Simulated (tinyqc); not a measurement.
Inside a calculation. Method: empirical pseudopotential in a few plane waves. Computed by tinyqc, a small Python program that keeps every step. Settings: plane-wave index or count = 15. Command: `OMP_NUM_THREADS=1 python tinyqc.py 30037 30038 out.jsonl` (the two numbers bound the seeds that draw the settings). One thread of a shared host (Intel(R) Xeon(R) Processor @ 2.60GHz), about 0.2 s of CPU time with the checks.

## Bloch Hamiltonian at G

Parameters chosen for this model: fcc lattice, atoms at +/- a/8 (1,1,1); form factors in rydberg at |G|^2 in units of (2 pi/a)^2:
```
parameter                 value      unit
a                      6.500000  angstrom
VS(3)                 -0.206000        Ry
VS(8)                  0.047000        Ry
VS(11)                 0.035000        Ry
VA(3)                  0.103000        Ry
VA(4)                  0.051000        Ry
VA(11)                 0.000000        Ry
hbar^2/2m (2 pi/a)^2   3.560049        eV
```

k point G (2 pi / a): 0  0  0

Basis: the 15 shortest G (labels in 2 pi/a), the same at every k. H(G,G') = c |k + G|^2 delta + VS(|G-G'|^2) cos((G-G').tau) + i VA sin((G-G').tau), tau = a/8 (1,1,1); 1 Ry = 13.605693 eV.

H(k) at G (eV), lower triangle (Hermitian):
```
                     +0+0+0               -1-1-1               -1-1+1               -1+1-1
+0+0+0             0.000000
-1-1-1   1.981860-0.990930i            10.680146
-1-1+1  -1.981860-0.990930i   0.000000+0.693890i            10.680146
-1+1-1  -1.981860-0.990930i   0.000000+0.693890i             0.639468            10.680146
-1+1+1  -1.981860+0.990930i            -0.639468   0.000000+0.693890i   0.000000+0.693890i
+1-1-1  -1.981860-0.990930i   0.000000+0.693890i             0.639468             0.639468
+1-1+1  -1.981860+0.990930i            -0.639468   0.000000+0.693890i             0.000000
+1+1-1  -1.981860+0.990930i            -0.639468             0.000000   0.000000+0.693890i
+1+1+1   1.981860+0.990930i             0.000000            -0.639468            -0.639468
-2+0+0   0.000000-0.693890i  -1.981860+0.990930i  -1.981860-0.990930i  -1.981860-0.990930i
+0-2+0   0.000000-0.693890i  -1.981860+0.990930i  -1.981860-0.990930i             0.336724
+0+0-2   0.000000-0.693890i  -1.981860+0.990930i             0.336724  -1.981860-0.990930i
+0+0+2   0.000000+0.693890i            -0.336724   1.981860+0.990930i            -0.336724
+0+2+0   0.000000+0.693890i            -0.336724            -0.336724   1.981860+0.990930i
+2+0+0   0.000000+0.693890i            -0.336724            -0.336724            -0.336724

                     -1+1+1               +1-1-1               +1-1+1               +1+1-1
-1+1+1            10.680146
+1-1-1             0.000000            10.680146
+1-1+1             0.639468   0.000000+0.693890i            10.680146
+1+1-1             0.639468   0.000000+0.693890i             0.639468            10.680146
+1+1+1   0.000000+0.693890i            -0.639468   0.000000+0.693890i   0.000000+0.693890i
-2+0+0   1.981860-0.990930i             0.336724            -0.336724            -0.336724
+0-2+0            -0.336724  -1.981860-0.990930i   1.981860-0.990930i            -0.336724
+0+0-2            -0.336724  -1.981860-0.990930i            -0.336724   1.981860-0.990930i
+0+0+2  -1.981860+0.990930i            -0.336724  -1.981860+0.990930i             0.336724
+0+2+0  -1.981860+0.990930i            -0.336724             0.336724  -1.981860+0.990930i
+2+0+0             0.336724   1.981860+0.990930i  -1.981860+0.990930i  -1.981860+0.990930i

                     +1+1+1     -2+0+0     +0-2+0     +0+0-2
+1+1+1            10.680146
-2+0+0            -0.336724  14.240195
+0-2+0            -0.336724   0.639468  14.240195
+0+0-2            -0.336724   0.639468   0.639468  14.240195
+0+0+2  -1.981860-0.990930i  -0.639468  -0.639468   0.000000
+0+2+0  -1.981860-0.990930i  -0.639468   0.000000  -0.639468
+2+0+0  -1.981860-0.990930i   0.000000  -0.639468  -0.639468

           +0+0+2     +0+2+0     +2+0+0
+0+0+2  14.240195
+0+2+0   0.639468  14.240195
+2+0+0   0.639468   0.639468  14.240195
```

## Levels at G

Diagonalise the Hermitian matrix.

eigenvalues (eV): -3.719069  6.287374  6.287374  6.287374  9.313957  10.571071  10.571071  10.571071  12.961260  12.961260  15.194111  17.463108  17.463108  17.463108  21.206164

## Bands along a path

The same steps at evenly spaced points between the labelled ones.

Bands along the path (eV), lowest eight:
```
k            band 1    band 2    band 3    band 4    band 5     band 6     band 7     band 8
L         -2.534472  2.796207  5.966051  5.966051  9.328893  11.061012  11.061012  15.538966
L-G 0.20  -2.831565  3.142160  5.913943  5.913943  9.310965  11.009575  11.009575  14.678213
L-G 0.40  -3.168428  3.851036  5.968896  5.968896  9.440240  11.060324  11.060324  13.314462
L-G 0.60  -3.459899  4.789878  6.094571  6.094571  9.642298  10.994402  10.994402  11.787094
L-G 0.80  -3.652310  5.767867  6.228188  6.228188  9.628819  10.720673  10.720673  10.753946
G         -3.719069  6.287374  6.287374  6.287374  9.313957  10.571071  10.571071  10.571071
G-X 0.20  -3.629991  5.778524  6.112623  6.112623  9.841647  10.384417  10.945245  10.945245
G-X 0.40  -3.372475  4.818699  5.747538  5.747538  9.816407  10.656524  11.902973  11.902973
G-X 0.60  -2.980236  3.870707  5.418502  5.418502  9.450505  10.207051  13.206239  13.206239
G-X 0.80  -2.526196  3.117637  5.247024  5.247024  9.259432   9.719629  14.729019  14.729019
X         -2.141018  2.732036  5.288578  5.288578  9.189331   9.700494  16.429468  16.429468
```

With 4 band(s) filled, the highest filled level on these points lies at G and the lowest empty one at X: a gap of 2.9020 eV, indirect. This holds for the small fixed basis; with all plane waves up to |k + G|^2 = 21 (2 pi/a)^2 the gap along the path is 2.69 eV.

## Convergence with the number of plane waves

Levels at G counted from the fourth one.

Levels (eV):
```
plane waves     level 1   level 5   level 8
9            -12.212194  1.387781  3.521207
15           -10.006443  3.026583  4.283697
27            -9.184720  2.956556  4.329584
51            -9.018857  2.912722  4.351048
59            -8.996801  2.955042  4.139689
65            -8.999580  2.955335  4.123877
89            -8.991439  2.953763  4.132362
```
